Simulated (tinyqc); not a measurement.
# Hexagonal on-chip spiral inductor, lumped pi model: two studies

Outer diameter do = di + 2 n wd + 2 (n - 1) sp, mean da = (do + di)/2, fill p = (do - di)/(do + di), length l = 3.464 n da. L = 2.33 mu0 n^2 da/(1 + 3.82 p), mu0 = 4 pi 1e-7 H/m. Rs = rho l/(wd delta (1 - exp(-th/delta))), delta = sqrt(rho/(pi f mu0)). Cs = n wd^2 eps0 eo/hu across the coil. At each end Cox = l wd eps0 eo/(2 ho) leads to the substrate branch Rsi = 2 rs he/(l wd) in parallel with Csi = l wd eps0 11.7/(2 he). With one end grounded Y = 1/(Rs + i w L) + i w Cs + 1/[1/(i w Cox) + 1/(1/Rsi + i w Csi)], w = 2 pi f; Q = -Im Y/Re Y. Eddy currents in neighbouring turns and in the substrate are left out.

Values chosen for this exercise; values of the order met in silicon radio-frequency processes:
```
symbol,value,unit,meaning
n,2.5,,number of turns
wd,4,um,line width
sp,2,um,space between turns
di,40,um,inner diameter
th,0.9,um,metal thickness
rho,1.9,uohm cm,metal resistivity
ho,5.1,um,oxide below the coil
hu,1.3,um,oxide between coil and underpass
eo,3,,relative permittivity of the oxide
rs,1,ohm cm,substrate resistivity
he,50,um,effective spreading depth in the substrate
f,1.3,GHz,frequency
```

Constants: eps0 = 8.8541878128e-12 F/m. Results are converted to the units shown.

Each table varies one quantity; the others keep the values above.

## Quality factor against frequency

Apparent inductance Im(1/Y)/w; share of the loss Re(substrate branch)/Re Y.

Results:

| f (GHz) | Rs (ohm) | w L/Rs | Q | apparent inductance (nH) | loss in the substrate (%) |
|---|---|---|---|---|---|
| 2.4 | 3.2732 | 2.3068 | 2.3050 | 0.50097 | 0.0058403 |
| 6.4 | 3.8931 | 5.1721 | 5.1371 | 0.50281 | 0.21249 |
| 10 | 4.3243 | 7.2755 | 7.1184 | 0.50584 | 1.0776 |
| 17 | 5.0229 | 10.648 | 9.6481 | 0.51505 | 6.6202 |
| 28 | 5.9358 | 14.841 | 10.138 | 0.53661 | 26.411 |
| 46 | 7.1848 | 20.143 | 6.9320 | 0.58496 | 59.060 |
| 74 | 8.8072 | 26.435 | 3.3362 | 0.68882 | 81.106 |
| 120 | 11.009 | 34.292 | 0.77439 | 0.70811 | 91.488 |

Estimate the missing row, f = 3.9 GHz.

Computed row:

| f (GHz) | Rs (ohm) | w L/Rs | Q | apparent inductance (nH) | loss in the substrate (%) |
|---|---|---|---|---|---|
| 3.9 | 3.5347 | 3.4712 | 3.4637 | 0.50147 | 0.034201 |

With this row back in the table: Q goes from 2.30 through a maximum of 10.1 (at f = 28 GHz among the rows listed) to 0.774; the exact peak is 10.4 at 23.6 GHz and Q reaches zero at the self-resonance, 143 GHz. The share of the substrate rises from 0.00584 to 91.5 %, and the apparent inductance ends at 1.41 times L. At the peak the substrate takes 17.5 % of the loss. For f = 74, 120 the coil is longer than 0.15 of a wavelength in the oxide, where one lumped section is rough.

## Effect of the oxide below the coil

Same model as above.

Peak Q and its frequency from a search over f; self-resonance where Im Y = 0; Q at the given f (negative beyond resonance).

The same in every row: L (nH) = 0.5007; do (um) = 66.00.

Effect of the oxide below the coil:

| ho (um) | peak Q | f of the peak (GHz) | self-resonance (GHz) | Q at f |
|---|---|---|---|---|
| 1 | 6.343 | 13.44 | 136.0 | 1.347 |
| 2 | 7.690 | 16.11 | 136.9 | 1.348 |
| 3 | 8.740 | 18.79 | 138.4 | 1.348 |
| 5 | 10.32 | 23.43 | 142.8 | 1.348 |
| 7 | 11.52 | 27.38 | 147.8 | 1.348 |
| 10 | 12.92 | 32.47 | 155.0 | 1.348 |
| 15 | 14.65 | 39.53 | 165.6 | 1.348 |

As ho goes from 1 to 15, L stays at 0.501 nH, the peak Q rises from 6.34 to 14.7, its frequency rises from 13.4 to 39.5 GHz and the self-resonance rises from 136 to 166 GHz.

Computed by the program tinyqc: `OMP_NUM_THREADS=1 python tinyqc.py 2302121 2302122 out.jsonl`, one thread of a shared Intel Xeon 2.30GHz, about 0.01 s for the whole run.
